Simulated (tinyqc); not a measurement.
Which substrate gives the strongest standing wave: standing waves and exposure in a photoresist film.

Parameters, chosen for this exercise:

| symbol | value | unit | meaning |
|---|---|---|---|
| lam | 365 | nm | vacuum wavelength |
| n1 | 1.693 |  | resist index |
| A | 0.58 | 1/micrometre | bleachable absorption (Dill A) |
| B | 0.1 | 1/micrometre | fixed absorption (Dill B) |

r12 = (N1 - Ns)/(N1 + Ns) with N1 = n1 + i (A + B) lam/(4 pi), lam in micrometres, and Ns = ns + i ks chosen for the exercise, each substrate thick; contrast 2|r|/(1 + |r|^2); the intensity at the interface relative to the forward wave is |1 + r12|^2.

Results:

| case | ns | ks | \|r12\|^2 | contrast | phase (degrees) | \|1 + r12\|^2 |
|---|---|---|---|---|---|---|
| near Cu | 1.252 | 1.968 | 0.3161 | 0.854 | -111.3 | 0.908 |
| near Si | 6.592 | 2.680 | 0.4093 | 0.908 | -169.5 | 0.151 |
| near Al | 0.415 | 4.504 | 0.8729 | 0.998 | -139.1 | 0.460 |
| near W | 3.412 | 2.346 | 0.2643 | 0.813 | -151.3 | 0.362 |
| near polySi | 4.819 | 2.537 | 0.3291 | 0.863 | -162.6 | 0.234 |

The strongest reflector is the case near Al (0.873) and the weakest near W (0.2643). The intensity at the interface depends on the phase too: it is lowest for the case near Si (0.151, phase -170 degrees) and highest for near Cu (0.908); a strong reflector with a phase of 180 degrees would put a node there.

Program tinyqc; command `OMP_NUM_THREADS=1 python tinyqc.py 1650239 1650240 out.jsonl`; about 0.01 s on one thread of a shared Intel(R) Xeon(R) Processor @ 2.30GHz.
